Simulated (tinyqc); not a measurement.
Inside a calculation. Model: p-type polysilicon, carrier trapping at grain boundaries.

Computed by the program tinyqc: `OMP_NUM_THREADS=1 python tinyqc.py 2830012 2830013 out.jsonl`, one thread of a shared Intel Xeon 2.30GHz, about 0.01 s for the whole run. Printed values are rounded.

One-dimensional grains of size Lg, uniform ionised doping N, monovalent traps Qt at each boundary at a depth Et below (for electrons) or above (for holes) the band edge there, abrupt depletion of width W on each side of a boundary, Boltzmann statistics. xi is the distance from the band edge at the grain centre to the Fermi level. Trapped charge Qt/(1 + exp((xi + VB - Et)/Vt)) = 2 N W, barrier VB = q N W^2/(2 eps0 eps_r).

Values chosen for this exercise; values of the order met in polycrystalline silicon:
```
symbol,value,unit,meaning
T,300,K,temperature
eps_r,11.7,,relative permittivity
NB,2.65e19,cm^-3,valence-band density of states at T
Lg,18,nm,grain size
Qt,2.9e12,cm^-2,trap density of a grain boundary
Et,0.4,eV,depth of the trap level from the majority band edge at the boundary
ms,0.27,m0,mass for thermionic emission
fe,0.12,,correction factor of the emission rate
mug,160,cm^2/(V s),mobility inside the grains
N,7.7e18,cm^-3,doping
```

Constants: q = 1.602176634e-19 C, kB = 1.380649e-23 J/K, m0 = 9.1093837015e-31 kg, Vt = kB T/q, eps0 = 8.8541878128e-14 F/cm where lengths are in cm. Results are converted to the units shown.

Range of the model: VB is below Vt, where abrupt depletion and thermionic emission are rough.

## Starting value

W = 1.5 nm.

W at the start = 1.5 nm

## Iteration 1: new W

Partly depleted grain, xi = Vt ln(NB/N): f = 1/(1 + exp((xi + VB - Et)/Vt)), g = Qt f - 2 N W, g' = -2 Qt f (1 - f) VB/(W Vt) - 2 N, W(new) = W - g/g'.

VB = 0.01339735 V
f = 0.9999989
g = 5.899968e11 cm^-2
g' = -1.540002e12 cm^-2/nm
W after iteration 1 = 1.883114 nm

## Iteration 2: new W

As before.

VB = 0.02111494 V
f = 0.9999985
g = -2.656971e5 cm^-2
g' = -1.540004e12 cm^-2/nm
W after iteration 2 = 1.883114 nm

## Course of the iteration

Stop when the step is below 1e-10 nm, or after 40 iterations.

Course of the iteration:

| iteration | W before the step (nm) | step (nm) |
|---|---|---|
| 1 | 1.5 | 0.383 |
| 2 | 1.883114 | -1.73e-7 |
| 3 | 1.883114 | 0 |

Converged in 3 iterations.

## Depletion width, Fermi level and barrier

If the trap equation with xi = Vt ln(NB/N) has a root W < Lg/2, the grain is partly depleted; otherwise W = Lg/2 and the trap equation gives xi = Et - VB + Vt ln(Qt/(N Lg) - 1). N* = Qt/Lg.

N* = 1.611111e18 cm^-3
W = 1.883114 nm
xi = 0.03195112 V
VB = 0.02111494 V
share of traps filled = 0.9999985

N is 4.78 N*, and the grain is partly depleted; VB = 0.817 Vt.

## Resistivity and effective mobility

n0 = NB exp(-xi/Vt); mean density n0 (1 - 2 W/Lg) by charge balance in a partly depleted grain, and n0 (sqrt(pi)/2) erf(u)/u with u = sqrt(VB/Vt) in a fully depleted one; v = sqrt(kB T/(2 pi ms m0)); barrier resistivity Vt exp(VB/Vt)/(q fe n0 v Lg); grain resistivity (1 - 2 W/Lg)/(q n0 mug); effective mobility 1/(q mean density total resistivity).

n0 = 7.7e18 cm^-3
mean density = 6.088891e18 cm^-3
v = 5.177093e6 cm/s
barrier resistivity = 0.04241004 ohm cm
grain resistivity = 4.006142e-3 ohm cm
resistivity = 0.04641618 ohm cm
effective mobility = 22.08422 cm^2/(V s)

The resistivity is 9.16 times that of a single crystal with the same N and mobility mug, and the mean density is 79.1 % of N.
